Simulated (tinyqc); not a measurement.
Parabolic quantum dot in a magnetic field (Fock-Darwin), step by step. Values are carried at full precision from step to step, so a last printed digit may differ when a step is redone from the rounded ones.

Two dimensions, V = m w0^2 r^2/2, one valley. hbar wc = 2 muB B/m, W = sqrt(w0^2 + wc^2/4), E(n, l, s) = (2n + |l| + 1) hbar W - l hbar wc/2 + s gs muB B, n = 0, 1, ..., l = 0, +/-1, ..., s = +/-1/2; length lam = sqrt(2c/(m hbar W)), c = hbar^2/2m0.

Constants: muB = 5.788381798e-05 eV/T; hbar^2/2m0 = 3.80998211 eV angstrom^2; e^2/(4 pi eps0) = 14.39964547 eV angstrom.

Inputs chosen for the exercise (near those of a gate-defined dot in GaAs; shifted at random, so the results belong to these values and not to a real crystal): m = 0.0683 m0 (mass); gs = -0.47 (g factor); w0 = 6.9 meV (confinement energy hbar w0); B = 4.26 T (magnetic field); Ec = 4.3 meV (charging energy e^2/C); eps = 12.7 (dielectric constant).

## Energy and length scales

Give hbar wc, hbar W, the two mode energies hbar W +/- hbar wc/2, the Zeeman energy |gs| muB B and lam.

hbar wc = 7.2206 meV
hbar W = 7.7875 meV

modes (meV): 11.3978  4.1771

Zeeman energy = 0.1159 meV
lam = 119.7 angstrom

The product of the modes is w0^2 = 47.61 meV^2 at any field. These two lines are all that far-infrared light sees, whatever the number of electrons (Kohn theorem).

## Orbital levels

The eight lowest (n, l) from E = (2n + |l| + 1) W - l wc/2.

Levels:
```
(n,l)   E (meV)
(0,0)     7.787
(0,1)    11.965
(0,2)    16.142
(0,-1)   19.185
(0,3)    20.319
(1,0)    23.362
(0,4)    24.496
(1,1)    27.539
```

## Addition spectrum

Constant interaction: mu(N) = E_N + (N - 1/2) Ec with the spin-resolved levels filled in order; the addition energy is mu(N + 1) - mu(N).

Filling:
```
N   state added  E_N (meV)  mu(N) (meV)  addition energy (meV)
1        (0,0)+      7.730        9.880                  4.416
2        (0,0)-      7.845       14.295                  8.361
3        (0,1)+     11.907       22.657                  4.416
4        (0,1)-     12.023       27.073                  8.361
5        (0,2)+     16.084       35.434                  4.416
6        (0,2)-     16.200       39.850                  7.228
7       (0,-1)+     19.127       47.077                  4.416
8       (0,-1)-     19.243       51.493                  5.318
9        (0,3)+     20.261       56.811                  4.416
10       (0,3)-     20.377       61.227                  7.228
```

The largest addition energy falls at N = 2 and 4; at zero field it peaks at the closed shells 2, 6 and 12. Exchange, which the model lacks, would favour parallel spins near level crossings. Ec is an independent input that includes screening by the gates.

## Singlet and triplet of two electrons

Two electrons, first order in the Coulomb energy: the singlet (0,0)^2 has 2W + J0 and the lowest triplet (0,0)(0,1) has 3W - wc/2 + J0/2 - Ez, with J0 = sqrt(pi/2) q/(eps lam), q = e^2/(4 pi eps0), Ez = |gs| muB B.

Give J0, the triplet less the singlet, and J0/W.

J0 = 11.872 meV
E(T) - E(S) = -1.875 meV
J0/W = 1.52

The triplet is lower at this order. J0 exceeds W, so first order overstates the interaction and the result is only a guide.

## The same without perturbation theory

Exact treatment: the centre of mass separates with energy W, and the relative motion obeys [-(2c/m) Laplacian + (2c/m) r^2/(2 lam^2)^2 + q/(eps r)] psi = e_l psi for angular number l, solved in 14 Gaussians r^l exp(-a r^2), a = 1.7^i/(4 lam^2), i = -3 to 10. E(S) = W + e_0, E(T) = W + e_1 - wc/2 - Ez.

Solve for e_0 and e_1.

e_0, e_1 (meV): 16.91  21.17

first-order values W + J0 and 2W + J0/2 (meV): 19.66  21.51

E(T) - E(S), exact = 0.53 meV

First order overshoots e_0 by 2.75 meV and e_1 by only 0.34 meV, since the singlet gains more by keeping the electrons apart; it therefore favours the triplet by 2.41 meV too much. Of these two the singlet is lower, against the first-order answer.

## Checks

- e_0 at W = 2 Ry m/eps^2, where it is exactly 2W, as a ratio e_0/W: both 2.000.
- Level (0,1) from the radial equation by finite differences against the formula, meV: both 11.96.

Run: tinyqc, `OMP_NUM_THREADS=1 python tinyqc.py 1252689 1252690 out.jsonl`; Intel(R) Xeon(R) Processor @ 2.30GHz, one thread, shared host; about 0.07 s of CPU time with all checks.
